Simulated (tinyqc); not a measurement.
Resistance of a tapered via with liner, size effect and interface: via resistance against the diameter at the bottom.

A round via whose diameter grows from db at the bottom as D(z) = db + 2 z/tan(ang). The fill, of diameter D - 2 tl, starts above the bottom liner (thickness fb tl) and has rho = rho0 (1 + ks lam/(D - 2 tl)); the sidewall liner conducts in parallel with it. The bottom liner and the interface are crossed over the full area pi db^2/4. Spreading in the lines above and below is left out.

Slices between z0 = fb tl and hv, evaluated at their midpoints: conductance per length pi/4 [(D - 2 tl)^2/rho + (D^2 - (D - 2 tl)^2)/rl], slice resistance = slice height over that. 2000 slices. R_fill = sum of the slices; R_bottom = rl fb tl/(pi db^2/4); R_interface = ri/(pi db^2/4); ballistic (Sharvin) limit 1/(Sb pi (db - 2 tl)^2/4); ideal cylinder rho0 hv/(pi db^2/4).

Parameters, values chosen for the exercise; fill metal close to molybdenum: height hv = 20 nm; sidewall angle ang = 86 degrees; bulk resistivity of the fill rho0 = 5.27 uohm cm; mean free path of the fill lam = 11.5 nm; size-effect factor ks = 1.5; liner on the sidewall tl = 0.1 nm; liner at the bottom over that on the sidewall fb = 0.5; resistivity of the liner rl = 310 uohm cm; interface resistivity at the bottom ri = 2.4e-12 ohm cm^2; ballistic conductance per area, about 3/(4 rho0 lam) Sb = 1.3e15 S/m^2.

Result of one run:

| db (nm) | R_fill (ohm) | R_bottom (ohm) | R_interface (ohm) | R (ohm) | ballistic limit (ohm) | R over ideal cylinder | largest part |
|---|---|---|---|---|---|---|---|
| 22 | 4.3556 | 0.40775 | 0.63136 | 5.3947 | 2.0609 | 1.9456 | fill |

What becomes of these results when the diameter at the bottom db is changed from 22 to 11 nm, all else the same?

Result of the changed run:

| db (nm) | R_fill (ohm) | R_bottom (ohm) | R_interface (ohm) | R (ohm) | ballistic limit (ohm) | R over ideal cylinder | largest part |
|---|---|---|---|---|---|---|---|
| 11 | 22.128 | 1.6310 | 2.5254 | 26.285 | 8.3969 | 2.3699 | fill |

The whole series:

| db (nm) | R_fill (ohm) | R_bottom (ohm) | R_interface (ohm) | R (ohm) | ballistic limit (ohm) | R over ideal cylinder | largest part |
|---|---|---|---|---|---|---|---|
| 6 | 93.210 | 5.4820 | 8.4883 | 107.18 | 29.115 | 2.8752 | fill |
| 8.3 | 43.175 | 2.8647 | 4.4357 | 50.476 | 14.928 | 2.5911 | fill |
| 11 | 22.128 | 1.6310 | 2.5254 | 26.285 | 8.3969 | 2.3699 | fill |
| 16 | 9.1431 | 0.77091 | 1.1937 | 11.108 | 3.9233 | 2.1189 | fill |
| 22 | 4.3556 | 0.40775 | 0.63136 | 5.3947 | 2.0609 | 1.9456 | fill |
| 30 | 2.1402 | 0.21928 | 0.33953 | 2.6990 | 1.1029 | 1.8101 | fill |
| 42 | 1.0047 | 0.11188 | 0.17323 | 1.2898 | 0.56055 | 1.6954 | fill |
| 58 | 0.49348 | 0.058666 | 0.090838 | 0.64299 | 0.29316 | 1.6118 | fill |
| 80 | 0.24620 | 0.030836 | 0.047746 | 0.32479 | 0.15380 | 1.5489 | fill |

R falls from 107 to 0.325 ohm. The fill is the largest part at db = 6 and in all other rows. R goes as db^(-2.32) between the first two rows and db^(-2.12) between the last two; area alone gives -2. For db = 30, 42, 58, 80 the ballistic limit exceeds half of R_fill, so the diffusive model understates R.

Numbers from tinyqc (`OMP_NUM_THREADS=1 python tinyqc.py 2750123 2750124 out.jsonl`; about 0.01 s on one thread of a shared Intel Xeon 2.30GHz).
